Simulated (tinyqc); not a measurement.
Inside a calculation. Method: Pariser-Parr-Pople SCF with singles CI, for the molecule [CH2+]c1ccccc1 (SMILES; centres numbered as the heavy atoms are written). One step of it, computed by the program tinyqc.

Problem. PPP integrals. Mataga-Nishimoto: gamma = 14.399645/(R + a), a = 2 x 14.399645/(gamma_rr + gamma_ss); H_rr = -W_r - sum_(s != r) z_s gamma_rs; H_rs = beta for bonds.

Centres (angstrom, eV; a flat drawing with bonds scaled to 1.40 angstrom):
```
centre          x          y  core charge z          W   gamma_rr
1C       2.400000   0.000000              1  10.460000  10.280000
2C       1.000000   0.000000              1  10.460000  10.280000
3C       0.300000   1.212000              1  10.460000  10.280000
4C      -1.100000   1.212000              1  10.460000  10.280000
5C      -1.800000   0.000000              1  10.460000  10.280000
6C      -1.100000  -1.212000              1  10.460000  10.280000
7C       0.300000  -1.212000              1  10.460000  10.280000
```

Resonance integrals (eV):
```
i  j       beta
1  2  -2.390000
2  3  -2.390000
3  4  -2.390000
4  5  -2.390000
5  6  -2.390000
6  7  -2.390000
7  2  -2.390000
```

Give: repulsion gamma_rs; core matrix H.

Solution.

repulsion gamma_rs (eV):
```
         1C       2C       3C       4C       5C       6C       7C
1C  10.2800   5.1414   3.7642   2.8209   2.5710   2.8209   3.7642
2C   5.1414  10.2800   5.1421   3.7642   3.4279   3.7642   5.1421
3C   3.7642   5.1421  10.2800   5.1414   3.7642   3.4285   3.7649
4C   2.8209   3.7642   5.1414  10.2800   5.1421   3.7649   3.4285
5C   2.5710   3.4279   3.7642   5.1421  10.2800   5.1421   3.7642
6C   2.8209   3.7642   3.4285   3.7649   5.1421  10.2800   5.1414
7C   3.7642   5.1421   3.7649   3.4285   3.7642   5.1414  10.2800
```

core matrix H (eV):
```
          1C        2C        3C        4C        5C        6C        7C
1C  -31.3426   -2.3900    0.0000    0.0000    0.0000    0.0000    0.0000
2C   -2.3900  -36.8418   -2.3900    0.0000    0.0000    0.0000   -2.3900
3C    0.0000   -2.3900  -35.4652   -2.3900    0.0000    0.0000    0.0000
4C    0.0000    0.0000   -2.3900  -34.5219   -2.3900    0.0000    0.0000
5C    0.0000    0.0000    0.0000   -2.3900  -34.2715   -2.3900    0.0000
6C    0.0000    0.0000    0.0000    0.0000   -2.3900  -34.5219   -2.3900
7C    0.0000   -2.3900    0.0000    0.0000    0.0000   -2.3900  -35.4652
```
